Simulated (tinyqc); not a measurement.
Inside a calculation. Method: MP2 on RHF in the sto-3g basis, for H4, spin multiplicity 1. One step of it, computed by the program tinyqc.

Question. Iteration 1: diagonalisation and new density. Diagonalise F' = X^T F X, C = X C', fill 2 alpha and 2 beta electrons from the bottom; D = 2 C_occ C_occ^T. Each column has its largest component positive (the first on a tie).

Fock matrix F (hartree):
```
           1H 1s      2H 1s      3H 1s      4H 1s
1H 1s  -0.230760  -0.435062  -0.124670  -0.035073
2H 1s  -0.435062  -0.285129  -0.303439  -0.124670
3H 1s  -0.124670  -0.303439  -0.285129  -0.435062
4H 1s  -0.035073  -0.124670  -0.435062  -0.230760
```

X:
```
               1          2          3         4
1H 1s  -0.699370   0.765578   0.507400  0.318785
2H 1s   1.000641  -0.587295   0.354633  0.415558
3H 1s  -1.000641  -0.587295  -0.354633  0.415558
4H 1s   0.699370   0.765578  -0.507400  0.318785
```

Give: F' = X^T F X; orbital energies; coefficients C; D after iteration 1.

Answer.

F' = X^T F X (hartree):
```
         1       2        3        4
1   0.7141  0.0000  -0.0093   0.0000
2   0.0000  0.2890   0.0000   0.0110
3  -0.0093  0.0000  -0.3196   0.0000
4   0.0000  0.0110   0.0000  -0.5539
```

orbital energies (hartree): MO1 -0.5540, MO2 -0.3196, MO3 0.2892, MO4 0.7142

coefficients C:
```
          MO1      MO2      MO3      MO4
1H 1s  0.3088   0.5011   0.7697  -0.7039
2H 1s  0.4232   0.3637  -0.5818   0.9974
3H 1s  0.4232  -0.3637  -0.5818  -0.9974
4H 1s  0.3088  -0.5011   0.7697   0.7039
```

D after iteration 1:
```
         1H 1s    2H 1s    3H 1s    4H 1s
1H 1s   0.6928   0.6258  -0.1031  -0.3114
2H 1s   0.6258   0.6226   0.0936  -0.1031
3H 1s  -0.1031   0.0936   0.6226   0.6258
4H 1s  -0.3114  -0.1031   0.6258   0.6928
```
